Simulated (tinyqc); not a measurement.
Free and trapped electrons in a MOS channel with a dense trap tail: one step of the calculation.

p-type body, charge-sheet picture, full ionisation (an idealisation for deep acceptors), Boltzmann statistics for free electrons. e = Ec - EF at the surface. Acceptor-like traps of density D(E) = D0 + De exp(-E/Ew) at depth E below Ec, from 0 to Eu, hold n_t = integral of D(E)/(1 + exp((e - E)/Vt)). psi = Eg - Vt ln(Nv/Na) - e; N_dep = sqrt(2 eps0 eps_r Na (psi - Vt)/q); n_f = sqrt(N_dep^2 + 2 eps0 eps_r Vt Nc exp(-e/Vt)/q) - N_dep; Vg = Vfb + psi + q (N_dep + n_t + n_f)/Cox, Cox = eps0 eox/tox.

Problem. Charges and gate voltage. psi, N_dep, n_f and Vg as defined, with the n_t given; free share n_f/(n_f + n_t); apparent mobility mf n_f/(n_f + n_t); gate voltage spent on traps q n_t/Cox.

Values chosen for this exercise; band and dielectric values close to those of 4H silicon carbide:
- T = 475 K (temperature)
- Eg = 3.23 eV (band gap)
- eps_r = 9.53 (relative permittivity)
- Nc = 3.43e19 cm^-3 (conduction-band density of states at T)
- Nv = 4.92e19 cm^-3 (valence-band density of states at T)
- eox = 3.9 (relative permittivity of the insulator)
- tox = 75 nm (insulator thickness)
- Na = 2.5e16 cm^-3 (acceptor density)
- Vfb = -2.29 V (flat-band voltage without trapped charge)
- mf = 250 cm^2/(V s) (mobility of free electrons)
- e = 0.27 eV (Ec - EF at the surface)

Constants: q = 1.602176634e-19 C, kB = 1.380649e-23 J/K, Vt = kB T/q, eps0 = 8.8541878128e-14 F/cm where lengths are in cm. Results are converted to the units shown.

n_t = 1.2369564e12 cm^-2

Wanted: psi; N_dep; n_f; Vg; free share; apparent mobility; gate voltage spent on traps.

Solution.

psi = 2.650 V
N_dep = 8.288e11 cm^-2
n_f = 1.209e10 cm^-2
Vg = 7.590 V
free share = 0.9682 %
apparent mobility = 2.421 cm^2/(V s)
gate voltage spent on traps = 4.304 V

Numbers from tinyqc (`OMP_NUM_THREADS=1 python tinyqc.py 2222153 2222154 out.jsonl`; about 0.02 s on one thread of a shared Intel Xeon 2.30GHz).
